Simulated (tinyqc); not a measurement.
Minority carriers and saturation current of a heavily doped emitter: two steps of the calculation.

n-type, parabolic bands, full ionisation. eta = (EF - Ec)/kB T solves N = Nc F12(eta), F12(x) = (2/sqrt(pi)) int_0^infinity sqrt(u)/(1 + exp(u - x)) du. The gap shrinks rigidly by dEg = a3 y^(1/3) + a4 y^(1/4) + a2 y^(1/2), y = N/1e18 cm^-3, an empirical law that is here taken as the true narrowing.

Values chosen for this exercise; band and dielectric values close to those of germanium:
- T = 350 K (temperature)
- Nc = 1.34e19 cm^-3 (conduction-band density of states at 350 K)
- N = 2.4e18 cm^-3 (ionised donor density)
- mup = 200 cm^2/(V s) (minority-hole mobility)
- Cn = 1.9e-31 cm^6/s (Auger coefficient)
- ts = 1.1 us (defect lifetime)
- W = 140 nm (emitter width)
- S = 7.4e5 cm/s (recombination velocity at the contact)

Constants: q = 1.602176634e-19 C, kB = 1.380649e-23 J/K, Vt = kB T/q. Results are converted to the units shown.

Problem 1. Fermi level. Newton step on ln F12(eta) = ln(N/Nc): eta(new) = eta - ln(Nc F12/N) F12/Fm, Fm(x) = dF12/dx = (1/sqrt(pi)) int_0^infinity u^(-1/2)/(1 + exp(u - x)) du.

eta at the start (Boltzmann value) = -1.7198

Wanted: F12; Fm; eta after iteration 1.

Solution 1.

F12 = 0.1688
Fm = 0.1593
eta after iteration 1 = -1.657

Problem 2. Saturation current. 1/tau = Cn N^2 + 1/ts, D = mup Vt, L = sqrt(D tau); J0 = (q p0 D/L)(s + tanh(W/L))/(1 + s tanh(W/L)), s = S L/D; the share recombining inside is 1 - 1/[cosh(W/L)(1 + tanh(W/L)/s)].

p0 = 3.5009647e10 cm^-3

Find: tau; L; s; J0; share recombining inside.

Solution 2.

tau = 499.1 ns
L = 1.735e4 nm
s = 212.9
J0 = 1.528e12 fA/cm^2
share recombining inside = 0.007045 %

The emitter is transparent: most holes reach the contact.

Range of the model: Band tails, non-parabolic bands and incomplete ionisation are left out.

Program tinyqc, `OMP_NUM_THREADS=1 python tinyqc.py 2330011 2330012 out.jsonl`; Intel Xeon 2.30GHz, shared host, one thread, about 0.01 s.
